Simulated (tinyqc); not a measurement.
Mass and g factor above the band edge: five-level k.p model folded onto the conduction band.

Second-order sums for the lowest conduction level at E: 1/m = 1 + Cm + (Ep/3)(2/E + 1/(E + Dso)) - (Ep2/3)(2/(E7 + D2 - E) + 1/(E7 - E)); g/2 = 1 + Cg - (Ep/3)(1/E - 1/(E + Dso)) - (Ep2/3)(1/(E7 - E) - 1/(E7 + D2 - E)). E is counted from the top of the valence band; E = Eg at the edge.

Parameters, chosen for this exercise (near those of InAs; shifted at random, so the results belong to these values and not to a real crystal):
- Eg = 0.413 eV (gap at Gamma to the s-like level)
- Dso = 0.387 eV (spin-orbit splitting)
- Ep = 21.3 eV (Kane energy)
- E7 = 4.31 eV (upper Gamma7 conduction level, from the valence top)
- D2 = 0.15 eV (its spin-orbit splitting, Gamma8 above Gamma7)
- Ep2 = 1.8 eV (Kane energy to the upper levels)
- Cm = -1.9 (remote term in 1/m)
- Cg = -0.02 (remote term in g/2)

The sums are evaluated at E = Eg + dE, as is done for confined or hot electrons.

Results:

| dE (meV) | m(E) | g(E) | m(E)/m(Eg) | 1 + dE/Eg |
|---|---|---|---|---|
| 0 | 0.0239 | -14.684 | 1.0000 | 1.0000 |
| 25 | 0.0252 | -13.260 | 1.0563 | 1.0605 |
| 50 | 0.0265 | -12.015 | 1.1126 | 1.1211 |
| 74 | 0.0278 | -10.963 | 1.1666 | 1.1792 |
| 99 | 0.0292 | -9.991 | 1.2228 | 1.2397 |
| 149 | 0.0319 | -8.356 | 1.3354 | 1.3608 |

Give the missing row, dE (meV) = 10.

Computed row:
```
dE (meV)    m(E)     g(E)  m(E)/m(Eg)  1 + dE/Eg
10        0.0244  -14.090      1.0225     1.0242
```

Over 149 meV the mass grows by 33.5 %, against 36.1 % for two levels alone, and g moves from -14.684 to -8.356, towards the free value 2.

Program tinyqc; command `OMP_NUM_THREADS=1 python tinyqc.py 1080765 1080766 out.jsonl`; about 0.01 s on one thread of a shared Intel(R) Xeon(R) Processor @ 2.30GHz.
